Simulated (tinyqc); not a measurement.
Defect, radiative and Auger recombination at equal electron and hole densities (ABC model), step by step. Values are carried at full precision from step to step, so a last printed digit may differ when a step is redone from the rounded ones.

J/(e d) = Ae n + B n^2 + C n^3 with Ae = A + 4 S/w (four side walls, carriers spread evenly), e = 1.602176634e-19 C, lengths in cm; internal efficiency IQE = B n^2/(Ae n + B n^2 + C n^3); all injected carriers recombine in the layer.

Inputs chosen for the exercise (orders of magnitude like those quoted for GaAs; the results hold for these values, not for the real material):

| symbol | value | unit | meaning |
|---|---|---|---|
| A | 16000000 | 1/s | defect rate |
| B | 1.6e-10 | cm^3/s | radiative coefficient |
| C | 5.8e-30 | cm^6/s | Auger coefficient |
| S | 0 | cm/s | recombination velocity of the side walls |
| w | 78 | micrometre | side of the square mesa |
| d | 67 | nm | active thickness |
| J | 180 | A/cm^2 | current density |
| ex | 0.42 |  | extraction efficiency |
| Eph | 1.46 | eV | photon energy |

## The efficiency peak

IQE peaks at n_p = sqrt(Ae/C); with Q = B/sqrt(Ae C), IQE_max = Q/(Q + 2).

Ae = 1.600e+07 1/s
n_p = 1.661e+18 1/cm^3
Q = 16.61
IQE_max = 0.893
J at the peak = 531 A/cm^2

The side walls are taken as passivated.

## Carrier density at the given current

G = J/(e d). Newton steps from the smallest of G/Ae, sqrt(G/B) and (G/C)^(1/3); stop when the relative step is below 1e-9.

G = 1.677e+26 1/(cm^3 s)

Newton steps:

| step | n (1/cm^3) | rate/G | relative step |
|---|---|---|---|
| 1 | 1.0237e+18 | 1.13479 | -0.061 |
| 2 | 9.6126e+17 | 1.00413 | -0.0021 |
| 3 | 9.5922e+17 | 1.00000 | -2.3e-06 |
| 4 | 9.5922e+17 | 1.00000 | -2.6e-12 |

n = 9.592e+17 1/cm^3

The start is an upper bound and the function is convex, so the steps fall monotonically; 4 are needed.

## Shares, lifetimes and light

Shares of the three paths; lifetime n/G = 1/(Ae + B n + C n^2); differential lifetime 1/(Ae + 2 B n + 3 C n^2) and bandwidth 1/(2 pi tau_d); optical power density ex IQE J Eph/e.

shares: defect 0.0915, radiative 0.8779, Auger 0.0305

lifetime = 5.72 ns
differential lifetime = 2.95 ns
bandwidth = 53.9 MHz
optical power density = 96.9 W/cm^2

The radiative path is the largest; the device runs below its efficiency peak, where the defect and Auger shares are equal.

## Checks

- Density from Newton steps against bisection (1/cm^3): both 9.5922e+17.

tinyqc: `OMP_NUM_THREADS=1 python tinyqc.py 1652082 1652083 out.jsonl`; about 0.01 s, one thread, shared Intel(R) Xeon(R) Processor @ 2.30GHz.
